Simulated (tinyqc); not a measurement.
LCCD on RHF in the 6-31g basis, for H3-, spin multiplicity 1, step by step. The basis has no diffuse functions, so it cannot describe the extra electron: this is an exercise in the method, not the real anion. One step of it, computed by the program tinyqc.

Question. Iteration 7 (converged): orbitals. Diagonalise F' = X^T F X, C = X C', fill 2 alpha and 2 beta electrons from the bottom; D = 2 C_occ C_occ^T. Each column has its largest component positive (the first on a tie).

converged F (hartree), lower triangle:
```
           1H 1s      1H 2s      2H 1s      2H 2s      3H 1s      3H 2s
1H 1s   0.359979
1H 2s  -0.289468  -0.129492
2H 1s  -0.289355  -0.253284   0.403606
2H 2s  -0.276542  -0.140628  -0.251512  -0.054963
3H 1s  -0.289355  -0.253284  -0.027114  -0.113229   0.403606
3H 2s  -0.276542  -0.140628  -0.113229  -0.118888  -0.251512  -0.054963
```

X, lower triangle:
```
           1H 1s      1H 2s      2H 1s     2H 2s      3H 1s     3H 2s
1H 1s   1.282784
1H 2s  -0.619704   2.890474
2H 1s  -0.059030  -0.013308   1.260674
2H 2s   0.089761  -1.144337  -0.485060  1.880075
3H 1s  -0.059030  -0.013308   0.012764  0.054754   1.260674
3H 2s   0.089761  -1.144337   0.054754  0.310933  -0.485060  1.880075
```

Give: F' = X^T F X; orbital energies; coefficients C; D after iteration 7.

Answer.

F' = X^T F X (hartree), lower triangle:
```
        1       2       3       4       5      6
1   0.965
2  -0.610   0.722
3  -0.263  -0.142   0.964
4  -0.074  -0.199  -0.606   0.482
5  -0.263  -0.142   0.088   0.049   0.964
6  -0.074  -0.199   0.049  -0.035  -0.606  0.482
```

orbital energies (hartree): MO1 -0.288, MO2 0.017, MO3 0.589, MO4 1.257, MO5 1.376, MO6 1.628

coefficients C:
```
         MO1     MO2     MO3     MO4     MO5     MO6
1H 1s  0.273   0.000   0.226  -0.763   0.000  -1.159
1H 2s  0.250   0.000   2.315   1.324   0.000   2.046
2H 1s  0.187   0.232   0.001  -0.675  -0.933   0.645
2H 2s  0.235   0.650  -1.544   0.034   0.977  -1.171
3H 1s  0.187  -0.232   0.001  -0.675   0.933   0.645
3H 2s  0.235  -0.650  -1.544   0.034  -0.977  -1.171
```

D after iteration 7, lower triangle:
```
       1H 1s  1H 2s   2H 1s   2H 2s  3H 1s  3H 2s
1H 1s  0.149
1H 2s  0.137  0.125
2H 1s  0.102  0.093   0.177
2H 2s  0.128  0.118   0.389   0.957
3H 1s  0.102  0.093  -0.038  -0.214  0.177
3H 2s  0.128  0.118  -0.214  -0.736  0.389  0.957
```
